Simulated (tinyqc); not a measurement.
## Front-illuminated p-i-n photodiode, quantum efficiency and bandwidth: efficiency and bandwidth against the thickness of the depleted layer

Light enters through a p layer (0 to xp), a depleted layer (xp to xp + wi) and a thick n substrate, decaying as exp(-al x); one pass, no back reflection. Carriers made in the depleted layer are all collected; those in the neutral layers diffuse.

k = al Ln, s = S Ln/Dn, e = exp(-al xp); front layer f1 = (k/(k^2 - 1)) {[s + k - e (s cosh(xp/Ln) + sinh(xp/Ln))]/[s sinh(xp/Ln) + cosh(xp/Ln)] - k e}; depleted layer f2 = e (1 - exp(-al wi)); substrate f3 = e exp(-al wi) al Lp/(1 + al Lp); external efficiency (1 - Rf)(f1 + f2 + f3); responsivity = efficiency q lam/(h c). Drift response for pairs made in the depleted layer, a = al wi, g = 1 - exp(-a), u = 2 pi i f, te = wi/ve, th = wi/vh: electrons He = [g - a (exp(-a) - exp(-u te))/(u te - a)]/(u te g), holes Hh = [g - a (1 - exp(-a - u th))/(a + u th)]/(u th g); C = eps0 eps_r pi (dia/2)^2/wi + Cp; total |He + Hh|/sqrt(1 + (2 pi f RL C)^2), for the current of the depleted layer alone. Limits are the frequencies at which each factor falls to 1/sqrt(2); inverse-square sum (f_transit^-2 + f_RC^-2)^(-1/2); the diffusion currents f1 and f3 are left out of the bandwidth.

Parameters, values chosen for the exercise; values close to those of In0.53Ga0.47As at this wavelength: wavelength lam = 1550 nm; absorption coefficient al = 7190 1/cm; reflectance of the front face Rf = 0.05; relative permittivity eps_r = 13.7; thickness of the front p layer xp = 0.21 um; electron diffusion coefficient in the p layer Dn = 60 cm^2/s; electron diffusion length in the p layer Ln = 3.1 um; recombination velocity of the front surface S = 1e5 cm/s; hole diffusion length in the thick n substrate Lp = 6.2 um; electron drift velocity ve = 7.17e6 cm/s; hole drift velocity vh = 4.86e6 cm/s; diameter dia = 120 um; load resistance RL = 50 ohm; parasitic capacitance Cp = 20 fF.

Constants: q = 1.602176634e-19 C, h = 6.62607015e-34 J s, c = 299792458 m/s, eps0 = 8.8541878128e-14 F/cm where lengths are in cm. Results are converted to the units shown.

Efficiency and bandwidth against the thickness of the depleted layer:
```
wi (um),f2,f1 + f3,responsivity (A/W),transit limit (GHz),RC limit (GHz),3 dB bandwidth (GHz),inverse-square sum (GHz),bandwidth x (1 - Rf) f2 (GHz)
0.16,0.09344,0.7635,1.018,195.9,0.3704,0.3704,0.3704,0.03288
0.27,0.1517,0.7159,1.030,116.7,0.6240,0.6240,0.6240,0.08994
0.46,0.2421,0.6420,1.050,69.16,1.060,1.060,1.060,0.2438
0.77,0.3656,0.5412,1.077,41.93,1.767,1.765,1.765,0.6128
1.3,0.5222,0.4133,1.111,25.42,2.960,2.933,2.940,1.455
2.2,0.6831,0.2819,1.146,15.50,4.946,4.638,4.712,3.010
3.7,0.7997,0.1866,1.171,9.501,8.145,5.934,6.184,4.508
6.2,0.8499,0.1456,1.182,5.700,13.19,5.115,5.232,4.130
10,0.8592,0.1380,1.184,3.436,20.25,3.371,3.387,2.752
```

As wi goes from 0.16 to 10, the responsivity rises from 1.02 to 1.18 A/W and the bandwidth goes from 0.370 through a maximum of 5.93 (at wi = 3.7 among the rows listed) to 3.37 GHz. The RC limit is the lower one for wi = 0.16, 0.27, 0.46, 0.77, 1.3, 2.2, 3.7, the transit limit elsewhere. Adding inverse squares of the two limits is within 4.2 % of the full result. The product of bandwidth and fast efficiency goes from 0.0329 through a maximum of 4.51 (at wi = 3.7 among the rows listed) to 2.75 GHz. For wi = 0.16, 0.27, 0.46, 0.77, 1.3, 2.2 the diffusion currents exceed 0.3 of the drift current; their own response times, left out, may then shape the whole response.

Computed by the program tinyqc: `OMP_NUM_THREADS=1 python tinyqc.py 2250108 2250109 out.jsonl`, one thread of a shared Intel Xeon 2.30GHz, about 0.01 s for the whole run.
